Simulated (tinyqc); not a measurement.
Finite square well with mass mismatch (envelope functions), step by step. Values are carried at full precision from step to step, so a last printed digit may differ when a step is redone from the rounded ones.

A square well of width L and depth V0, mass mw inside and mb outside, energies from the bottom of the well, c = hbar^2/2m0. k = sqrt(mw E/c), kappa = sqrt(mb (V0 - E)/c). psi and psi'/m are continuous at the walls (BenDaniel-Duke), so level n solves k L + 2 atan[(k/mw)/(kappa/mb)] = n pi.

Constants: hbar^2/2m0 = 3.80998211 eV angstrom^2.

Parameters, chosen for this exercise (near those of an InGaAs well in InAlAs; shifted at random, so the results belong to these values and not to a real crystal): L = 95 angstrom (well width); V0 = 0.49 eV (barrier height); mw = 0.0418 m0 (mass in the well); mb = 0.0748 m0 (mass in the barrier); alpha_w = 1.21 1/eV (non-parabolicity in the well); alpha_b = 0.53 1/eV (non-parabolicity in the barrier).

## How many levels are bound

At E = V0 the arctangent equals pi/2, so level n is bound if k0 L > (n - 1) pi with k0 = sqrt(mw V0/c). Compare with the infinitely deep well, E1(hard) = c (pi/L)^2/mw.

k0 = 0.07332 1/angstrom
k0 L/pi = 2.2172
number of bound levels = 3
E1(hard) = 0.0997 eV

The count does not depend on mb. One more level binds at L = 128.5 angstrom.

## The lowest level by bisection

f(E) = k L + 2 atan[(k/mw)/(kappa/mb)] - pi rises with E. Twelve halvings of [0, V0]: keep the half in which f changes sign.

Bisection:

| step | low (eV) | high (eV) | midpoint (eV) | k | kappa | f |
|---|---|---|---|---|---|---|
| 1 | 0.00000 | 0.49000 | 0.24500 | 0.05185 | 0.06935 | 3.6415 |
| 2 | 0.00000 | 0.24500 | 0.12250 | 0.03666 | 0.08494 | 1.6564 |
| 3 | 0.00000 | 0.12250 | 0.06125 | 0.02592 | 0.09175 | 0.2573 |
| 4 | 0.00000 | 0.06125 | 0.03062 | 0.01833 | 0.09497 | -0.7351 |
| 5 | 0.03062 | 0.06125 | 0.04594 | 0.02245 | 0.09337 | -0.1962 |
| 6 | 0.04594 | 0.06125 | 0.05359 | 0.02425 | 0.09256 | 0.0387 |
| 7 | 0.04594 | 0.05359 | 0.04977 | 0.02337 | 0.09297 | -0.0765 |
| 8 | 0.04977 | 0.05359 | 0.05168 | 0.02381 | 0.09277 | -0.0183 |
| 9 | 0.05168 | 0.05359 | 0.05264 | 0.02403 | 0.09266 | 0.0103 |
| 10 | 0.05168 | 0.05264 | 0.05216 | 0.02392 | 0.09271 | -0.0040 |
| 11 | 0.05216 | 0.05264 | 0.05240 | 0.02398 | 0.09269 | 0.0032 |
| 12 | 0.05216 | 0.05240 | 0.05228 | 0.02395 | 0.09270 | -0.0004 |

After twelve halvings the bracket is V0/4096 = 0.120 meV wide.

## Bound levels

Solve the condition for each n (six at most). With A = cos(kL/2) for even and sin(kL/2) for odd levels, the probability in the barriers is Pb = (A^2/kappa)/(A^2/kappa + L/2 +/- sin(kL)/(2k)), + for even.

Levels:

| n | parity | E (eV) | k (1/angstrom) | kappa (1/angstrom) | Pb |
|---|---|---|---|---|---|
| 1 | even | 0.0523 | 0.02395 | 0.09270 | 0.0291 |
| 2 | odd | 0.2104 | 0.04804 | 0.07409 | 0.1182 |
| 3 | even | 0.4535 | 0.07054 | 0.02676 | 0.4151 |

The lowest level lies at 52 % of the infinite-well value and decays into the barrier over 1/kappa = 10.8 angstrom.

## Mass in the plane and density of states

To first order in the in-plane energy, 1/m_par = (1 - Pb)/mw + Pb/mb for each subband. Each adds a step D = m_par/(2 pi c) to the density of states per area (spin included, one valley); 1/angstrom^2 = 1e16/cm^2.

Subbands:

| n | m_par (m0) | D (1e13/(eV cm^2)) |
|---|---|---|
| 1 | 0.0423 | 1.769 |
| 2 | 0.0441 | 1.842 |
| 3 | 0.0512 | 2.138 |

## Levels with energy-dependent masses

Non-parabolic bands: mw is replaced by mw (1 + alpha_w E) and mb by mb (1 - alpha_b (V0 - E)), in k, kappa and the matching condition alike.

Solve the same condition with the energy-dependent masses, and list the shift from the parabolic levels that exist in both.

Levels:

| n | E (eV) | mass inside | mass outside | shift (meV) |
|---|---|---|---|---|
| 1 | 0.0538 | 0.0445 | 0.0575 | 1.5 |
| 2 | 0.1915 | 0.0515 | 0.0630 | -18.9 |
| 3 | 0.3685 | 0.0604 | 0.0700 | -85.0 |

Level 1 moves by +1.5 meV and level 3 by -85.0 meV. The lighter mass deep in the barrier hardens the wall for low levels; the heavier mass in the well wins higher up.

## Checks

- Lowest level by finite differences (200 cells across the well) against the matching condition, eV: both 0.0523.

Run: tinyqc, `OMP_NUM_THREADS=1 python tinyqc.py 1251707 1251708 out.jsonl`; Intel(R) Xeon(R) Processor @ 2.30GHz, one thread, shared host; about 0.01 s of CPU time with all checks.
